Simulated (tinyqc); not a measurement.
All-pass ring resonator: two steps of the calculation.

A ring of length L = 2 pi Rr coupled to one bus waveguide: round-trip amplitude a = 10^(-al L/20), self-coupling t = sqrt(1 - k2). At detuning d from the resonance the round-trip phase is p = 2 pi d/FSR and the transmission T = (a^2 - 2 a t cos p + t^2)/(1 - 2 a t cos p + a^2 t^2). Lossless coupler, linear absorption only.

Values chosen for this exercise; values close to those of silicon nitride waveguides: cold resonance wavelength lam = 1550 nm; ring radius Rr = 30 um; group index ng = 2.15; propagation loss al = 2.6 dB/cm; power coupling k2 = 0.0057; thermo-optic change of the effective index dT = 2.3e-5 1/K; thermal resistance Rt = 2.5 K/mW; share of the loss that heats the ring fa = 0.83; input power Pin = 0.078 mW; laser detuning from the cold resonance dl = 9.6 pm.

Constants: c = 299792458 m/s. Results are converted to the units shown.

Task 1. Resonance parameters. FSR = lam^2/(ng L), finesse F = pi sqrt(a t)/(1 - a t), FWHM = FSR/F, Q = lam/FWHM, Tmin = (a - t)^2/(1 - a t)^2, power build-up k2 a^2/(1 - a t)^2, optical bandwidth c/(lam Q).

Find: a; t; FSR; F; FWHM; Q; Tmin; build-up; bandwidth.

Result 1.

a = 0.9944
t = 0.9971
FSR = 5.928 nm
F = 369.6
FWHM = 16.04 pm
Q = 9.663e4
Tmin = -9.695 dB
build-up = 78.66
bandwidth = 2.002 GHz

The ring is undercoupled; critical coupling needs k2 = 1 - a^2 = 0.0112.

Task 2. Thermal shift of the resonance. T is the transmission at d = dl - s, p = 2 pi d/FSR; out = (lam dT/ng) Rt fa (1 - T) Pin; s(new) = out.

s at the start = 0 pm
a = 0.99437354
t = 0.99714593
FSR = 5.9282132 nm

Wanted: d; T; out; s after iteration 1.

Result 2.

d = 9.6000 pm
T = 0.63303
out = 0.98483 pm
s after iteration 1 = 0.98483 pm

Computed by the program tinyqc: `OMP_NUM_THREADS=1 python tinyqc.py 2650047 2650048 out.jsonl`, one thread of a shared Intel Xeon 2.30GHz, about 0.01 s for the whole run.
